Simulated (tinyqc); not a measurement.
# Depth and level of a trap from the time ratio

Problem. For an oxide trap tc/te = exp(E/Vt) with E = E0 - dpsi - (xt/tox)(Vg - VT - dpsi), dpsi being the rise of the surface potential above its value at threshold. Find xt and E0, and the depth that would be read if dpsi were ignored.

Parameters, values chosen for the exercise: temperature T = 350 K; insulator thickness tox = 5.7 nm.

Constants: q = 1.602176634e-19 C, kB = 1.380649e-23 J/K, Vt = kB T/q. Results are converted to the units shown.

Vg - VT (V): 0.43  0.58
tc/te: 2.5186867  0.18458983
dpsi (V): 0.080412039  0.090507658

Answer. E + dpsi is a straight line in the oxide voltage Vg - VT - dpsi with slope -xt/tox and intercept E0. Ignoring dpsi assigns the motion of the bands to the trap and overstates its depth.

xt = 2.800 nm
E0 = 0.2800 eV
depth read without dpsi = 2.995 nm

Computed by the program tinyqc: `OMP_NUM_THREADS=1 python tinyqc.py 2710127 2710128 out.jsonl`, one thread of a shared Intel Xeon 2.30GHz, about 0.01 s for the whole run.
